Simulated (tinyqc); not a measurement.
Donor binding, ionisation and the Mott limit: Freeze-out.

Hydrogenic donor: Ry = (m0 q^3/(8 eps0^2 h^2)) me/eps_r^2 in eV, E0 = cc Ry, radius a = q/(8 pi eps0 eps_r E0), Mott density Nm = (0.26/a)^3. Below Nm the level sinks as Ed = E0 [1 - (N/Nm)^(1/3)]. Neutrality: Nc F12(eta) = N/(1 + 2 exp(eta + Ed/kB T)), F12(x) = (2/sqrt(pi)) int_0^infinity sqrt(u)/(1 + exp(u - x)) du.

Nc is given at 300 K and scales as T^1.5.

Inputs (values chosen for the exercise); band and dielectric values those of a made-up semiconductor: relative permittivity eps_r = 9.49; mass in the hydrogenic formula, set independently of Nc me = 0.22 m0; conduction-band density of states at 300 K Nc = 2.86e19 cm^-3; ratio of the true binding energy to the hydrogenic one cc = 1.7; donor density N = 4.2e17 cm^-3.

Constants: q = 1.602176634e-19 C, kB = 1.380649e-23 J/K, eps0 = 8.8541878128e-12 F/m, h = 6.62607015e-34 J s, m0 = 9.1093837015e-31 kg, Vt = kB T/q. Results are converted to the units shown.

Results:

| T (K) | eta | n (cm^-3) | ionised (%) | ln(n/T^0.75) |
|---|---|---|---|---|
| 30 | -7.4321 | 5.3527e14 | 0.12745 | 31.363 |
| 45 | -5.5092 | 6.7187e15 | 1.5997 | 33.589 |
| 60 | -4.6295 | 2.4881e16 | 5.9239 | 34.682 |
| 80 | -4.0631 | 6.7317e16 | 16.028 | 35.462 |
| 110 | -3.7465 | 1.4863e17 | 35.388 | 36.015 |
| 150 | -3.7112 | 2.4510e17 | 58.358 | 36.282 |
| 300 | -4.3136 | 3.8103e17 | 90.722 | 36.204 |
| 400 | -4.6978 | 4.0007e17 | 95.255 | 36.037 |

Estimate the missing row, T = 220 K.

Computed row:

| T (K) | eta | n (cm^-3) | ionised (%) | ln(n/T^0.75) |
|---|---|---|---|---|
| 220 | -3.9615 | 3.3960e17 | 80.856 | 36.321 |

With this row back in the table: The ionised share rises from 0.127 to 95.3 %. Between the first two rows ln(n/T^0.75) has the slope -17.3 meV against q/kB T; deep freeze-out without compensation gives -Ed/2 = -17.3 meV.

Range of the model: A sharp level with degeneracy 2 overstates freeze-out near Nm, where the impurity band broadens and merges with the conduction band.

Program tinyqc, `OMP_NUM_THREADS=1 python tinyqc.py 2330120 2330121 out.jsonl`; Intel Xeon 2.30GHz, shared host, one thread, about 0.01 s.
